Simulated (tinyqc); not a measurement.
Defect, radiative and Auger recombination at equal electron and hole densities (ABC model): sweeps and comparisons. A value that a table varies takes the place of the one given here.

J/(e d) = Ae n + B n^2 + C n^3 with Ae = A + 4 S/w (four side walls, carriers spread evenly), e = 1.602176634e-19 C, lengths in cm; internal efficiency IQE = B n^2/(Ae n + B n^2 + C n^3); all injected carriers recombine in the layer.

Inputs chosen for the exercise (orders of magnitude like those quoted for InP; shifted at random, so the results belong to these values and not to a real crystal):
- A = 3400000 1/s (defect rate)
- B = 1.2e-10 cm^3/s (radiative coefficient)
- C = 9.1e-31 cm^6/s (Auger coefficient)
- S = 4300 cm/s (recombination velocity of the side walls)
- w = 2.1 micrometre (side of the square mesa)
- d = 170 nm (active thickness)
- S2 = 1600 cm/s (recombination velocity of the side walls in this comparison)
- J = 600000 A/cm^2 (current density)

## Efficiency against current

The slope is d ln(B n^2)/d ln J = 2 (Ae + B n + C n^2)/(Ae + 2 B n + 3 C n^2).

Results:

| J (A/cm^2) | n (1/cm^3) | IQE | slope | differential lifetime (ns) |
|---|---|---|---|---|
| 40 | 1.43e+17 | 0.168 | 1.712 | 8.35 |
| 1.0e+02 | 3.02e+17 | 0.298 | 1.539 | 6.33 |
| 5.0e+02 | 9.29e+17 | 0.564 | 1.272 | 3.22 |
| 2.0e+03 | 2.13e+18 | 0.741 | 1.133 | 1.64 |
| 9.0e+03 | 4.82e+18 | 0.845 | 1.049 | 0.766 |
| 4.0e+04 | 1.03e+19 | 0.872 | 0.996 | 0.350 |
| 1.0e+05 | 1.62e+19 | 0.857 | 0.967 | 0.213 |
| 5.0e+05 | 3.45e+19 | 0.780 | 0.914 | 0.0860 |
| 2.0e+06 | 6.40e+19 | 0.668 | 0.863 | 0.0376 |
| 9.0e+06 | 1.20e+20 | 0.522 | 0.809 | 0.0147 |

IQE peaks at 0.872 for J = 3.51e+04 A/cm^2, where the slope passes 1. It is 0.168 at the lowest current and 0.522 at the highest, a droop of 40 %. The slope runs from 1.71 to 0.81; its limits are 2 (defects alone), 1 (radiation alone) and 2/3 (Auger alone). Rows above 1e5 A/cm^2 (3 of them) are formal: heating, left out, would destroy a real device. In the 7 rows above about 2e18 1/cm^3 the bands are degenerate: B saturates and stimulated emission, left out, would clamp n in a laser cavity.

## Shrinking the mesa

S = S2; w takes the values listed.

Results:

| w (micrometre) | Ae (1/s) | IQE_max | J at the peak (A/cm^2) | IQE at J |
|---|---|---|---|---|
| 200 | 3.72e+06 | 0.970 | 1.38e+03 | 0.777 |
| 100 | 4.04e+06 | 0.969 | 1.50e+03 | 0.777 |
| 50 | 4.68e+06 | 0.967 | 1.74e+03 | 0.777 |
| 20 | 6.60e+06 | 0.961 | 2.47e+03 | 0.777 |
| 10 | 9.80e+06 | 0.953 | 3.70e+03 | 0.776 |
| 5 | 1.62e+07 | 0.940 | 6.19e+03 | 0.775 |
| 2 | 3.54e+07 | 0.914 | 1.39e+04 | 0.773 |
| 1 | 6.74e+07 | 0.885 | 2.74e+04 | 0.769 |

The walls equal the bulk defect rate at w = 4 S/A = 18.8 micrometre. From 200 to 1 micrometre the peak efficiency falls from 0.97 to 0.885 and moves to a current 19.9 times higher; at the fixed J the efficiency goes from 0.777 to 0.769. For large w diffusion to the walls, left out here, would limit the loss.

## Spreading the carriers over a thicker layer

d is multiplied by the factor listed, at the same J.

Results:

| factor | n (1/cm^3) | defect | radiative | Auger |
|---|---|---|---|---|
| 0.10 | 1.02e+20 | 0.00394 | 0.563 | 0.434 |
| 0.20 | 7.61e+19 | 0.00589 | 0.630 | 0.364 |
| 0.50 | 5.12e+19 | 0.00991 | 0.713 | 0.277 |
| 1.0 | 3.75e+19 | 0.0145 | 0.767 | 0.218 |
| 2.0 | 2.73e+19 | 0.0211 | 0.811 | 0.168 |
| 5.0 | 1.77e+19 | 0.0342 | 0.852 | 0.114 |
| 10 | 1.26e+19 | 0.0489 | 0.868 | 0.0831 |
| 20 | 8.94e+18 | 0.0693 | 0.872 | 0.0591 |

The best factor listed is 20 (IQE 0.8716); the optimum factor equals J/J_peak = 17.1, a layer of 2.9e+03 nm, since only J/d matters and the peak value 0.872 does not depend on d. A thicker layer trades Auger loss (0.434 to 0.0591) for defect loss (0.00394 to 0.0693).

## What moves the efficiency

IQE_max = Q/(Q + 2) with Q = B/sqrt(Ae C), reached at n = sqrt(Ae/C). Each row changes one parameter from the base and keeps the others.

Results:

| case | n (1/cm^3) | IQE | IQE_max | J at the peak (A/cm^2) |
|---|---|---|---|---|
| base | 3.753e+19 | 0.7672 | 0.8720 | 3.51e+04 |
| A = 6800000 1/s | 3.752e+19 | 0.7667 | 0.8698 | 3.66e+04 |
| B = 1.8e-10 cm^3/s | 3.224e+19 | 0.8491 | 0.9108 | 5.05e+04 |
| C = 1.82e-30 cm^6/s | 3.449e+19 | 0.6478 | 0.8280 | 1.85e+04 |
| d = 340 nm | 2.728e+19 | 0.8111 | 0.8720 | 7.03e+04 |
| J = 1800000 A/cm^2 | 6.110e+19 | 0.6780 | 0.8720 | 3.51e+04 |
| w = 1.05 micrometre | 3.729e+19 | 0.7575 | 0.8295 | 7.24e+04 |

The largest shifts from the base row, up to three for each result and ties (the steps differ in size, so this ranks the rows, not the parameters). n (1/cm^3): J +2.36e+19, d -1.02e+19, B -5.29e+18. IQE: C -0.119, J -0.0892, B +0.0820. IQE_max: C -0.0439, w -0.0425, B +0.0389; unchanged at the printed digits by d and J. J at the peak (A/cm^2): w +3.73e+04, d +3.51e+04, C -1.66e+04; unchanged at the printed digits by J.

tinyqc: `OMP_NUM_THREADS=1 python tinyqc.py 1682539 1682540 out.jsonl`; about 0.01 s, one thread, shared Intel(R) Xeon(R) Processor @ 2.30GHz.
